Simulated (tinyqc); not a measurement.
# Crystallisation kinetics and data retention of a phase-change cell: kissinger analysis

Johnson-Mehl-Avrami-Kolmogorov law X = 1 - exp(-y^n), y = integral of k dt, k = (1/100 s) exp[-(Ec q/kB)(1/T - 1/T1)].

Tp is the temperature of the largest dX/dt on a ramp of rate b (b in K/min in the logarithm).

Values chosen for this exercise; values of the order of Ge-Sb-Te and related chalcogenides:

| symbol | value | unit | meaning |
|---|---|---|---|
| Ec | 2.75 | eV | activation energy of crystallisation |
| T1 | 447 | K | temperature at which the rate k is 1/(100 s) |
| n | 2 |  | Avrami exponent |

Constants: q = 1.602176634e-19 C, kB = 1.380649e-23 J/K. Results are converted to the units shown.

Kissinger analysis:
```
b (K/min),Tp (K),q/kB Tp (1/eV),ln(b/Tp^2),X at the peak
0.5,435.16,26.667,-12.845,0.62727
1,439.20,26.422,-12.170,0.62722
2,443.31,26.177,-11.495,0.62718
5,448.87,25.852,-10.604,0.62712
10,453.17,25.607,-9.9300,0.62707
20,457.55,25.362,-9.2561,0.62703
50,463.47,25.038,-8.3655,0.62696
100,468.05,24.793,-7.6920,0.62691
```

Tp rises from 435 to 468 K. The slope of ln(b/Tp^2) against q/kB Tp between the end rows is -2.749 eV, against Ec = 2.75 eV, and X at the peak stays near 1 - 1/e = 0.632 (0.627 to 0.627).

Range of the model: One Arrhenius rate is assumed; incubation, growth from the boundary and the non-Arrhenius kinetics of the supercooled liquid are left out.

Numbers from tinyqc (`OMP_NUM_THREADS=1 python tinyqc.py 2490021 2490022 out.jsonl`; about 0.02 s on one thread of a shared Intel Xeon 2.30GHz).
